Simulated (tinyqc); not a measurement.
Threshold-voltage variability of a planar MOSFET, analytic estimates: one step of the calculation.

Three independent sources add in quadrature: random dopants in the depleted layer, metal-gate grains of two orientations, and roughness of the two gate edges acting through the roll-off VT = VT(long) - Vr exp(-L/l). These are first-order estimates: no three-dimensional electrostatics, no percolation.

Task. A rough gate as parallel slices. Eight equal slices in parallel have lengths L_i with mean L. Slice threshold shift: -Vr [exp(-L_i/l) - exp(-L/l)]; off current of a slice against the smooth gate: (L/L_i) exp(-shift/(n Vt)); the device has the mean.

Parameters, values chosen for the exercise; material values close to those of germanium: temperature T = 325 K; gate length L = 90 nm; decay length of the threshold roll-off l = 18 nm; prefactor of the roll-off Vr = 2 V; subthreshold factor n = 1.37.

Constants: q = 1.602176634e-19 C, kB = 1.380649e-23 J/K, Vt = kB T/q. Results are converted to the units shown.

| slice | L_i - L (nm) |
|---|---|
| 0 | -2.2 |
| 1 | 0.8 |
| 2 | -4 |
| 3 | -0.4 |
| 4 | 3 |
| 5 | 1.3 |
| 6 | 1.4 |
| 7 | 0.1 |

Give: shift; Ioff factor; Ioff of the device against the smooth gate.

Result.

| slice | shift (mV) | Ioff factor |
|---|---|---|
| 0 | -1.7519 | 1.0729 |
| 1 | 0.5858 | 0.97617 |
| 2 | -3.3535 | 1.1421 |
| 3 | -0.3028 | 1.0124 |
| 4 | 2.0688 | 0.91694 |
| 5 | 0.9389 | 0.96193 |
| 6 | 1.0084 | 0.95914 |
| 7 | 0.0747 | 0.99695 |

Ioff of the device against the smooth gate = 1.0048

Computed by the program tinyqc: `OMP_NUM_THREADS=1 python tinyqc.py 2090079 2090080 out.jsonl`, one thread of a shared Intel Xeon 2.30GHz, about 0.01 s for the whole run.
